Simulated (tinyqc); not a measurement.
Velocity overshoot from momentum and energy balance equations after a field step. Changing the energy relaxation time tau_E. Computed by tinyqc, a small Python program. Command: `OMP_NUM_THREADS=1 python tinyqc.py 3021777 3021778 out.jsonl overshoot sweep`. One thread of a shared host (Intel(R) Xeon(R) Processor @ 2.30GHz), about 0.09 s of CPU time with the checks.

At t = 0 the field jumps from 0 to F in a uniform sample. v is the drift velocity and u = w - (3/2) k_B T the excess energy per carrier.

Inputs (values chosen for the exercise, modelled on electrons in 4H-SiC except for tau_E):
```
quantity                 value        unit
effective mass m          0.34         m_0
low-field mobility mu_0    960  cm^2/(V s)
saturation velocity v_s      2    1e7 cm/s
field after the step F     130       kV/cm
lattice temperature T      300           K
time step dt               2.1          fs
```

Scheme: explicit Euler.

Constants: m_0 = 9.1093837015e-31 kg; e = 1.602176634e-19 C; k_B = 8.617333262e-05 eV/K.

Method:
- dv/dt = e F/m - v/tau_m(u), du/dt = e F v - u/tau_E, tau_m(u) = tau_0/(1 + c u), tau_0 = m mu_0/e, c = mu_0/(e tau_E v_s^2); this choice gives the steady state v (1 + mu_0 F v/v_s^2) = mu_0 F, which saturates at v_s. Steady velocity v = 2 mu_0 F/(1 + sqrt(1 + 4 (mu_0 F/v_s)^2)); u = e F v tau_E; carrier temperature T + 2u/(3 k_B), neglecting the drift energy m v^2/2.
- Step: v_new = v + dt (e F/m - v/tau_m(u)), u_new = u + dt (e F v - u/tau_E). Start v = u = 0; the distance adds dt (v + v_new)/2.
- Run to 8 times the larger of tau_E and tau_0, but at most 20001 steps, and stop early if |v| > 1000 v_s or u < -1/(2c); the run is accepted if the last v is within 0.5 % of the steady value.

One run for each value; columns: (1) energy relaxation time tau_E (ps); (2) peak over steady velocity; (3) time of the peak (fs); (4) distance at the peak (nm); (5) steady carrier temperature (K):
```
(1)      (2)    (3)     (4)    (5)
0.10  1.5841   73.5  14.026   2157
0.15  1.7514   81.9  17.278   3085
0.24  1.9699   92.4  21.826   4756
0.36  2.1798  105.0  27.662   6984
0.55  2.4199  119.7  35.234  10512
0.85  2.6878  136.5  44.851  16082
1.30  2.9684  155.4  56.740  24437
2.00  3.2696  178.5  72.551  37434
```

Describe and explain the trends.

Over the rows, peak over steady velocity rises from 1.58 to 3.27 (exponent d ln y / d ln x 0.25 between the first rows and 0.22 between the last); time of the peak (fs) rises from 73.5 to 178 (exponent d ln y / d ln x 0.27 between the first rows and 0.32 between the last); distance at the peak (nm) rises from 14.0 to 72.6 (exponent d ln y / d ln x 0.51 between the first rows and 0.57 between the last). The steady velocity is the same in every row; a longer tau_E delays the heating and so lets v climb further towards mu_0 F.

Caution (rows 0.240, 0.360, 0.550, 0.850, 1.30, 2.00): the excess energy exceeds 0.5 eV, where non-parabolicity, upper valleys and impact ionisation matter.

Extremes, crossings and ranges named in words are read from the listed rows.
